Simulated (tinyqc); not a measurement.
Smearing for a one-band metal on the fcc lattice: one step. Occupations and energies. Three cases, with inputs chosen for the exercise.

Problem. Converge mu, then list x, f and s of each level and form the sums.

With x = (E_k - mu)/sigma: Gaussian f = erfc(x)/2, s = exp(-x^2)/(2 sqrt(pi)). With weights w = points/N^d (d the dimension), mu solves 2 sum w f = ne; E = 2 sum w f E_k, S = 2 sum w s, F = E - sigma S.

Case 1.

Values chosen: ne = 1.09 (electrons per cell); sigma = 0.39 eV (width).

Distinct levels:

| E_k (eV) | points |
|---|---|
| -9.240000 | 1 |
| -6.960000 | 8 |
| -6.180000 | 6 |
| -3.900000 | 12 |
| -2.400000 | 8 |
| -2.340000 | 24 |
| -0.120000 | 4 |
| -0.060000 | 24 |
| 0.060000 | 6 |
| 0.720000 | 24 |
| 0.780000 | 24 |
| 2.340000 | 36 |
| 2.400000 | 24 |
| 3.180000 | 12 |
| 3.240000 | 3 |

Case 2.

Values chosen: ne = 0.63 (electrons per cell); sigma = 0.154 eV (width).

Distinct levels:

| E_k (eV) | points |
|---|---|
| -9.000000 | 1 |
| -4.620000 | 8 |
| -3.000000 | 6 |
| -0.240000 | 4 |
| -0.080000 | 12 |
| 1.540000 | 24 |
| 3.160000 | 6 |
| 3.320000 | 3 |

Case 3.

Values chosen: ne = 1.31 (electrons per cell); sigma = 0.117 eV (width).

Distinct levels:

| E_k (eV) | points |
|---|---|
| -13.860000 | 1 |
| -7.020000 | 8 |
| -4.620000 | 6 |
| -0.180000 | 4 |
| -0.060000 | 12 |
| 2.340000 | 24 |
| 4.740000 | 6 |
| 4.860000 | 3 |

Give: mu; x, f and s of each level; E; S; F; (E + F)/2.

Solution.

Case 1.

mu = 0.7615 eV

x, f and s of each level:

| E_k (eV) | x | f | s |
|---|---|---|---|
| -9.2400 | -25.64 | 1.0000 | 0.0000 |
| -6.9600 | -19.80 | 1.0000 | 0.0000 |
| -6.1800 | -17.80 | 1.0000 | 0.0000 |
| -3.9000 | -11.95 | 1.0000 | 0.0000 |
| -2.4000 | -8.11 | 1.0000 | 0.0000 |
| -2.3400 | -7.95 | 1.0000 | 0.0000 |
| -0.1200 | -2.26 | 0.9993 | 0.0017 |
| -0.0600 | -2.11 | 0.9986 | 0.0033 |
| 0.0600 | -1.80 | 0.9945 | 0.0111 |
| 0.7200 | -0.11 | 0.5597 | 0.2789 |
| 0.7800 | 0.05 | 0.4732 | 0.2815 |
| 2.3400 | 4.05 | 0.0000 | 0.0000 |
| 2.4000 | 4.20 | 0.0000 | 0.0000 |
| 3.1800 | 6.20 | 0.0000 | 0.0000 |
| 3.2400 | 6.36 | 0.0000 | 0.0000 |

E = -1.9184 eV
S = 0.1260
F = -1.9675 eV
(E + F)/2 = -1.9430 eV

Levels with f between 0.001 and 0.999: 4. (E + F)/2 removes the term in sigma^2 for this scheme. That argument needs a smooth density of states, and the number of distinct levels within 2 sigma of mu is only 3, so it may fail on this mesh.

Case 2.

mu = -0.1759 eV

x, f and s of each level:

| E_k (eV) | x | f | s |
|---|---|---|---|
| -9.0000 | -57.30 | 1.0000 | 0.0000 |
| -4.6200 | -28.86 | 1.0000 | 0.0000 |
| -3.0000 | -18.34 | 1.0000 | 0.0000 |
| -0.2400 | -0.42 | 0.7220 | 0.2372 |
| -0.0800 | 0.62 | 0.1893 | 0.1915 |
| 1.5400 | 11.14 | 0.0000 | 0.0000 |
| 3.1600 | 21.66 | 0.0000 | 0.0000 |
| 3.3200 | 22.70 | 0.0000 | 0.0000 |

E = -2.0261 eV
S = 0.1014
F = -2.0417 eV
(E + F)/2 = -2.0339 eV

Levels with f between 0.001 and 0.999: 2. (E + F)/2 removes the term in sigma^2 for this scheme. That argument needs a smooth density of states, and the number of distinct levels within 2 sigma of mu is only 2, so it may fail on this mesh.

Case 3.

mu = 2.3306 eV

x, f and s of each level:

| E_k (eV) | x | f | s |
|---|---|---|---|
| -13.8600 | -138.38 | 1.0000 | 0.0000 |
| -7.0200 | -79.92 | 1.0000 | 0.0000 |
| -4.6200 | -59.41 | 1.0000 | 0.0000 |
| -0.1800 | -21.46 | 1.0000 | 0.0000 |
| -0.0600 | -20.43 | 1.0000 | 0.0000 |
| 2.3400 | 0.08 | 0.4550 | 0.2803 |
| 4.7400 | 20.59 | 0.0000 | 0.0000 |
| 4.8600 | 21.62 | 0.0000 | 0.0000 |

E = -2.3009 eV
S = 0.2102
F = -2.3254 eV
(E + F)/2 = -2.3131 eV

Levels with f between 0.001 and 0.999: 1. (E + F)/2 removes the term in sigma^2 for this scheme. That argument needs a smooth density of states, and the number of distinct levels within 2 sigma of mu is only 1, so it may fail on this mesh.

Computed by tinyqc, one run a case: `OMP_NUM_THREADS=1 python tinyqc.py N N+1 out.jsonl` with N = 1651252, 1651429, 1651554; one thread of a shared Intel(R) Xeon(R) Processor @ 2.30GHz, about 0.3 s a run at most.
